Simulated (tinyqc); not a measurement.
Thermal resistances of a two-die stack.

Problem. Heat leaves through the lower die only, and the system is linear. Find the resistance R1 from the lower die to the coolant, R2 between the dies, and the rise of the upper die when both are powered.

Parameters, values chosen for the exercise: power of the lower die P1 = 15 W; power of the upper die P2 = 23 W.

rises of the lower and upper die with only the lower one powered (K): [6.45, 6.45]
rises of the lower and upper die with only the upper one powered (K): [9.89, 15.64]

Solution. With only the lower die powered no heat crosses R2, so both dies rise by P1 R1; the difference in the second test is P2 R2; rises add.

R1 = 0.4300 K/W
R2 = 0.2500 K/W
rise of the upper die = 22.09 K

tinyqc, about 0.03 s, one thread, Intel Xeon 2.30GHz (shared host): `OMP_NUM_THREADS=1 python tinyqc.py 2162067 2162068 out.jsonl`
